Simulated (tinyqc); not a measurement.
From results back to parameters: phonon-assisted absorption at an indirect gap. Two cases, with inputs chosen for the exercise.

Problem. One phonon: alpha = A [N (E - Eg + w)^2 + (N + 1)(E - Eg - w)^2], each term only above its threshold, N = 1/(exp(w/kB Tm) - 1). The first two energies lie below the emission threshold and the third above it.

Constants: kB = 8.617333262e-05 eV/K.

Find: slope sqrt(A N); threshold Eg - w; w; Eg; A.

Method. sqrt(alpha) at the first two energies is a line with slope sqrt(A N) and intercept Eg - w. The excess at the third energy is A N exp(w/kB Tm) (E - (Eg - w) - 2w)^2, which has one root w with the emission threshold between the second and third energies.

Case 1.

Values chosen (out of a larger set: loosely those of Si at room temperature; Eg is not tied to T; not measured data): Es = (1.088, 1.158, 1.222) eV (three photon energies); Tm = 250 K.

alpha at the three energies (1/cm): 0.1095772  1.734633  9.840201

Solution.

slope sqrt(A N) = 14.09 1/(cm^(1/2) eV)
threshold Eg - w = 1.0645 eV
w = 58.5 meV
Eg = 1.123 eV
A = 2.8e+03 1/(cm eV^2)

Case 2.

Values chosen (out of a larger set: loosely those of Si at room temperature; Eg is not tied to T; not measured data): Es = (1.083, 1.153, 1.217) eV (three photon energies); Tm = 400 K.

alpha at the three energies (1/cm): 0.4080985  6.221716  23.77587

Solution.

slope sqrt(A N) = 26.51 1/(cm^(1/2) eV)
threshold Eg - w = 1.0589 eV
w = 59.1 meV
Eg = 1.118 eV
A = 3.2e+03 1/(cm eV^2)

Computed by tinyqc, one run a case: `OMP_NUM_THREADS=1 python tinyqc.py N N+1 out.jsonl` with N = 1652361, 1652376; one thread of a shared Intel(R) Xeon(R) Processor @ 2.30GHz, about 0.01 s a run at most.
